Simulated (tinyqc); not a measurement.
Yield over energy: physical sputtering: collision-cascade yield, angular dependence, faceting and resputtering in deposition. Computed by tinyqc, a small Python program. Command: `OMP_NUM_THREADS=1 python tinyqc.py 3007344 3007345 out.jsonl sputter walk`. One thread of a shared host (Intel(R) Xeon(R) Processor @ 2.30GHz), about 0.01 s of CPU time with the checks.

Ions start collision cascades; atoms that reach the surface with more than U leave. The target is amorphous or fine-grained.

Inputs (values chosen for the exercise, modelled on neon ions on copper):

| quantity | value | unit |
|---|---|---|
| ion Z1 | 10 | - |
| ion mass M1 | 20.2 | u |
| target Z2 | 29 | - |
| target mass M2 | 63.55 | u |
| surface binding energy U | 3.49 | eV |
| target density N | 84.9 | 1/nm^3 |
| fit factor Q | 0.99 | - |
| ion energy E | 160 | eV |
| current density J | 3.9 | mA/cm^2 |

Constants: e = 1.602176634e-19 C.

Method. gamma = 4 M1 M2/(M1 + M2)^2; threshold E_th = 6.7 U/gamma for M1 >= M2, else U (1 + 5.7 M1/M2)/gamma. eps = 0.03255 M2 E/(Z1 Z2 (M1 + M2) z), z = (Z1^(2/3) + Z2^(2/3))^(1/2), E in eV; s_n = 3.441 sqrt(eps) ln(eps + 2.718)/(1 + 6.355 sqrt(eps) + eps (6.882 sqrt(eps) - 1.708)); S_n = 84.78 Z1 Z2 M1 s_n/((M1 + M2) z) in eV angstrom^2; alpha = 0.249 (M2/M1)^0.56 + 0.0035 (M2/M1)^1.5 for M1 <= M2, else 0.0875 (M2/M1)^(-0.15) + 0.165 M2/M1; Y0 = 0.042 Q alpha S_n/U [1 - sqrt(E_th/E)]^2.5 (the electronic-loss factor of the full formula is dropped). Erosion rate = Y0 J/(e N); 1 cm^2 = 1e14 nm^2.

threshold E_th = 13.4046 eV

Normal incidence:

| E (eV) | eps | S_n (eV angstrom^2) | Y0 | Y0 per keV |
|---|---|---|---|---|
| 50 | 1.1349e-03 | 151.14 | 0.1432 | 2.8649 |
| 100 | 2.2697e-03 | 199.49 | 0.3745 | 3.7454 |
| 200 | 4.5394e-03 | 257.96 | 0.7159 | 3.5794 |
| 300 | 6.8091e-03 | 296.58 | 0.9613 | 3.2045 |
| 500 | 1.1349e-02 | 349.14 | 1.3105 | 2.6210 |
| 1000 | 2.2697e-02 | 425.28 | 1.8351 | 1.8351 |
| 2000 | 4.5394e-02 | 502.63 | 2.3828 | 1.1914 |
| 5000 | 1.1349e-01 | 593.95 | 3.0521 | 0.6104 |
| 10000 | 2.2697e-01 | 638.26 | 3.4125 | 0.3413 |
| 30000 | 6.8091e-01 | 613.55 | 3.4137 | 0.1138 |
| 100000 | 2.2697e+00 | 435.50 | 2.4827 | 0.0248 |

What does the comparison show, and why?

The yield per keV peaks at 100 eV among these rows, 7 times the threshold, the most economical range for removing atoms. Y0 varies as E^1.39 between the first rows and as E^-0.26 at the end; it peaks near 30000 eV, close to the broad maximum of nuclear stopping. Caution: the electronic-loss factor, dropped here, would lower the yields at the highest energies slightly.

Extremes, crossings and ranges named in words are read from the listed rows.
